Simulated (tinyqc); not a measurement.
Tunnelling through a gate dielectric, WKB transmission and Tsu-Esaki current: effect of temperature.

Electrons leave the emitter at x = 0. Energies E (motion across the layers) are in eV from the emitter Fermi level; the collector Fermi level lies at -V and offers states at every E. No charge in the dielectric and no image force: F1 = V/t1, U = phi1 - F1 x. With C = hbar^2/(2 m0), kappa = sqrt(m (U - E)/C) where U > E and 0 elsewhere; T(E) = exp(-S), S = 2 times the integral of kappa over x.

Each layer adds (2/F) sqrt(m/C) [G(u at its left edge) - G(u at its right edge)] to S, with u = U - E (0 where negative) and G(u) = (2/3) u^1.5. J = J0 times the integral of T(E) N(E) dE, N = ln[(1 + exp(-E/Vt))/(1 + exp((-E - V)/Vt))], J0 = q^2 me m0 kB T/(2 pi^2 hbar^3) (times 1e-4 for A/cm^2 per eV), from E = -Ef to far above the barrier (T = 1 there), by quadrature converged to the digits shown. The share over the barrier is that of energies above the highest band edge; 0 means below 1e-6 %.

Inputs (values chosen for the exercise); dielectric values close to those of hafnium oxide: Fermi energy of the emitter above its band bottom Ef = 4.2 eV; emitter mass in the supply function me = 0.79 m0; barrier of layer 1 above the emitter Fermi level at zero bias phi1 = 1.54 eV; tunnelling mass of layer 1 m1 = 0.2 m0; thickness of layer 1 t1 = 4 nm; voltage across the dielectric V = 2.1 V.

Constants: q = 1.602176634e-19 C, kB = 1.380649e-23 J/K, hbar = 1.054571817e-34 J s, m0 = 9.1093837015e-31 kg, Vt = kB T/q, hbar^2/(2 m0) = 0.0380998212 eV nm^2. Results are converted to the units shown.

Results:
```
T (K)  J (A/cm^2)  mean E of the current (eV)  share over the barrier (%)
50           1500                     -0.1723                           0
100          1518                     -0.1703                           0
300          1722                     -0.1477                           0
400          1930                     -0.1265                           0
500          2245                    -0.09678                           0
600          2720                    -0.05670                           0
750          3949                     0.02810                     6.06e-5
```

Estimate the missing row, T = 200 K.

Computed row:
```
T (K)  J (A/cm^2)  mean E of the current (eV)  share over the barrier (%)
200          1590                     -0.1620                           0
```

With this row back in the table: Between 50 and 300 K the current changes by a factor of 1.15, and between 300 and 750 K by 2.29; the mean energy of the current rises from -0.172 to 0.0281 eV. The transmission grows by a factor e over d = 0.0923 eV near E = 0, equal to kB T/q at 1070 K: far below that temperature the thermal tail adds little.

Program tinyqc, `OMP_NUM_THREADS=1 python tinyqc.py 2540038 2540039 out.jsonl`; Intel Xeon 2.30GHz, shared host, one thread, about 0.04 s.
